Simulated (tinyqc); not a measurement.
Fully depleted semiconductor-on-insulator film with two gates, non-linear Poisson equation by Newton steps: one step of the calculation.

One dimension across the film, front interface at x = 0, back interface at x = ts. psi is counted from the intrinsic level, n = ni exp(psi/Vt) (source grounded), holes neglected, acceptors ionised. Gates act through Cox = eps0 eox/tox and Cbox = 3.9 eps0/tb with potentials G1 = Vg - (phiM - chi - Vt ln(Nc/ni)) and G2 = Vb - (phiB - chi - Vt ln(Nc/ni)). Classical Boltzmann densities, no interface charge, no depletion in the back plane.

Task. Electron sheet density, centroid and oxide fields. n_i = ni exp(psi_i/Vt); N_inv = sum w_i n_i with w = ts/8, halved at the ends; centroid sum w n x/N_inv; fields (G1 - psi_0)/tox and (G2 - psi_8)/tb.

Parameters, values chosen for the exercise; band and dielectric values close to those of germanium: temperature T = 300 K; insulator thickness tox = 3.9 nm; film thickness ts = 27 nm; buried-oxide thickness (eps_r 3.9) tb = 76 nm.

Constants: q = 1.602176634e-19 C, kB = 1.380649e-23 J/K, Vt = kB T/q. Results are converted to the units shown.

converged psi, node 0 to 8 (V): 0.24245160  0.23265478  0.22526417  0.21968471  0.21556732  0.21269865  0.21094890  0.21024571  0.21056133
ni = 2.2795491e13 cm^-3
G1 = 0.29687104 V
G2 = 0.28687104 V

Find: n; N_inv; centroid; field in the front oxide; field in the buried oxide.

Result.

n, node 0 to 8 (cm^-3): 2.697e17  1.846e17  1.387e17  1.118e17  9.533e16  8.532e16  7.973e16  7.759e16  7.855e16
N_inv = 3.197e11 cm^-2
centroid = 10.48 nm
field in the front oxide = 0.1395 MV/cm
field in the buried oxide = 0.01004 MV/cm

The centroid lies at 0.39 of the film, so the electrons spread through the volume.

Program tinyqc, `OMP_NUM_THREADS=1 python tinyqc.py 2190082 2190083 out.jsonl`; Intel Xeon 2.30GHz, shared host, one thread, about 0.3 s.
